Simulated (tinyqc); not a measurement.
Free and trapped electrons in a MOS channel with a dense trap tail: one step of the calculation.

p-type body, charge-sheet picture, full ionisation (an idealisation for deep acceptors), Boltzmann statistics for free electrons. e = Ec - EF at the surface. Acceptor-like traps of density D(E) = D0 + De exp(-E/Ew) at depth E below Ec, from 0 to Eu, hold n_t = integral of D(E)/(1 + exp((e - E)/Vt)). psi = Eg - Vt ln(Nv/Na) - e; N_dep = sqrt(2 eps0 eps_r Na (psi - Vt)/q); n_f = sqrt(N_dep^2 + 2 eps0 eps_r Vt Nc exp(-e/Vt)/q) - N_dep; Vg = Vfb + psi + q (N_dep + n_t + n_f)/Cox, Cox = eps0 eox/tox.

Question. Charges and gate voltage. psi, N_dep, n_f and Vg as defined, with the n_t given; free share n_f/(n_f + n_t); apparent mobility mf n_f/(n_f + n_t); gate voltage spent on traps q n_t/Cox.

Parameters, values chosen for the exercise; band and dielectric values close to those of 4H silicon carbide: temperature T = 400 K; band gap Eg = 3.3 eV; relative permittivity eps_r = 9.89; conduction-band density of states at T Nc = 2.57e19 cm^-3; valence-band density of states at T Nv = 3.79e19 cm^-3; relative permittivity of the insulator eox = 3.9; insulator thickness tox = 28 nm; acceptor density Na = 4.8e15 cm^-3; flat-band voltage without trapped charge Vfb = -2.67 V; mobility of free electrons mf = 220 cm^2/(V s); Ec - EF at the surface e = 0.142 eV.

Constants: q = 1.602176634e-19 C, kB = 1.380649e-23 J/K, Vt = kB T/q, eps0 = 8.8541878128e-14 F/cm where lengths are in cm. Results are converted to the units shown.

n_t = 5.2710202e11 cm^-2

Wanted: psi; N_dep; n_f; Vg; free share; apparent mobility; gate voltage spent on traps.

Answer.

psi = 2.8487 V
N_dep = 3.8426e11 cm^-2
n_f = 1.6803e11 cm^-2
Vg = 1.5809 V
free share = 24.172 %
apparent mobility = 53.178 cm^2/(V s)
gate voltage spent on traps = 0.68478 V

Computed by the program tinyqc: `OMP_NUM_THREADS=1 python tinyqc.py 2222234 2222235 out.jsonl`, one thread of a shared Intel Xeon 2.30GHz, about 0.02 s for the whole run.
